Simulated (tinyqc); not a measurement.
Thin (001) film in sp3s* tight binding with raised dangling bonds: one step. Levels of the small film. Three cases, with inputs chosen for the exercise.

Task: Diagonalise both blocks.

Case 1.

s, pz, s* block (eV), lower triangle:
```
           sa1       za1      *a1       sc2       zc2      *c2       sa3       za3      *a3       sc4
sa1    5.78900
za1  -10.00000  11.72900
*a1          0         0  6.76200
sc2   -4.17550  -2.88400        0  -4.21100
zc2    2.88400   0.86450  2.71200         0   1.72900
*c2          0  -2.71200        0         0         0  6.76200
sa3          0         0        0  -4.17550  -2.88400        0  -4.21100
za3          0         0        0   2.88400   0.86450  2.71200         0   1.72900
*a3          0         0        0         0  -2.71200        0         0         0  6.76200
sc4          0         0        0         0         0        0  -4.17550  -2.88400        0   5.78900
zc4          0         0        0         0         0        0   2.88400   0.86450  2.71200  10.00000
*c4          0         0        0         0         0        0         0  -2.71200        0         0

          zc4      *c4
zc4  11.72900
*c4         0  6.76200
```

u, v block (eV), lower triangle:
```
         ua1       va1       uc2      vc2      ua3       va3      uc4       vc4
ua1  1.72900
va1        0  21.72900
uc2  3.13050         0   1.72900
vc2        0  -1.40150         0  1.72900
ua3        0         0  -1.40150        0  1.72900
va3        0         0         0  3.13050        0   1.72900
uc4        0         0         0        0  3.13050         0  1.72900
vc4        0         0         0        0        0  -1.40150        0  21.72900
```

Case 2.

s, pz, s* block (eV), lower triangle:
```
           sa1       za1      *a1       sc2       zc2      *c2       sa3       za3      *a3       sc4
sa1    1.53633
za1  -10.00000  12.12833
*a1          0         0  9.65233
sc2   -6.21150  -4.60900        0  -4.83067
zc2    4.73150   1.52300  4.35550         0   4.35933
*c2          0  -2.21100        0         0         0  9.28733
sa3          0         0        0  -6.21150  -4.73150        0  -8.46367
za3          0         0        0   4.60900   1.52300  2.21100         0   2.12833
*a3          0         0        0         0  -4.35550        0         0         0  9.65233
sc4          0         0        0         0         0        0  -6.21150  -4.60900        0   5.16933
zc4          0         0        0         0         0        0   4.73150   1.52300  4.35550  10.00000
*c4          0         0        0         0         0        0         0  -2.21100        0         0

          zc4      *c4
zc4  14.35933
*c4         0  9.28733
```

u, v block (eV), lower triangle:
```
         ua1       va1       uc2      vc2      ua3       va3      uc4       vc4
ua1  2.12833
va1        0  22.12833
uc2  4.48400         0   4.35933
vc2        0  -1.43800         0  4.35933
ua3        0         0  -1.43800        0  2.12833
va3        0         0         0  4.48400        0   2.12833
uc4        0         0         0        0  4.48400         0  4.35933
vc4        0         0         0        0        0  -1.43800        0  24.35933
```

Case 3.

s, pz, s* block (eV), lower triangle:
```
           sa1       za1      *a1       sc2       zc2      *c2       sa3       za3      *a3       sc4
sa1   10.81300
za1  -15.00000  16.71800
*a1          0         0  6.69600
sc2   -4.14700  -2.87250        0  -4.18700
zc2    2.87250   0.85900  2.68100         0   1.71800
*c2          0  -2.68100        0         0         0  6.69600
sa3          0         0        0  -4.14700  -2.87250        0  -4.18700
za3          0         0        0   2.87250   0.85900  2.68100         0   1.71800
*a3          0         0        0         0  -2.68100        0         0         0  6.69600
sc4          0         0        0         0         0        0  -4.14700  -2.87250        0  10.81300
zc4          0         0        0         0         0        0   2.87250   0.85900  2.68100  15.00000
*c4          0         0        0         0         0        0         0  -2.68100        0         0

          zc4      *c4
zc4  16.71800
*c4         0  6.69600
```

u, v block (eV), lower triangle:
```
         ua1       va1       uc2      vc2      ua3       va3      uc4       vc4
ua1  1.71800
va1        0  31.71800
uc2  3.14000         0   1.71800
vc2        0  -1.42200         0  1.71800
ua3        0         0  -1.42200        0  1.71800
va3        0         0         0  3.14000        0   1.71800
uc4        0         0         0        0  3.14000         0  1.71800
vc4        0         0         0        0        0  -1.42200        0  31.71800
```

Give: levels of the s, pz, s* block; levels of the u, v block.

Result:

Case 1.

levels of the s, pz, s* block (eV): -11.309  -7.982  -3.331  2.102  2.296  3.908  6.767  6.865  9.013  9.515  19.581  19.695

levels of the u, v block (eV): -2.180  -1.486  -0.778  4.236  4.744  5.638  21.814  21.845

No level lies between 0 and the bulk edge 1.186 eV; confinement has widened the gap at zero in-plane momentum to 2.881 eV.

Case 2.

levels of the s, pz, s* block (eV): -17.532  -12.607  -5.247  3.421  5.448  6.024  9.159  9.449  11.082  14.202  18.722  22.144

levels of the u, v block (eV): -2.133  -1.460  -0.738  7.226  7.728  8.621  22.250  24.457

No level lies between 0 and the bulk edge 2.318 eV; confinement has widened the gap at zero in-plane momentum to 4.159 eV.

Case 3.

levels of the s, pz, s* block (eV): -11.213  -7.856  -3.195  2.111  2.295  3.889  6.779  6.927  9.068  9.502  29.280  29.321

levels of the u, v block (eV): -2.212  -1.483  -0.790  4.226  4.783  5.648  31.779  31.793

No level lies between 0 and the bulk edge 1.198 eV; confinement has widened the gap at zero in-plane momentum to 2.902 eV.

Computed by tinyqc, one run a case: `OMP_NUM_THREADS=1 python tinyqc.py N N+1 out.jsonl` with N = 1450264, 1450460, 1450623; one thread of a shared Intel(R) Xeon(R) Processor @ 2.30GHz, about 0.5 s a run at most.
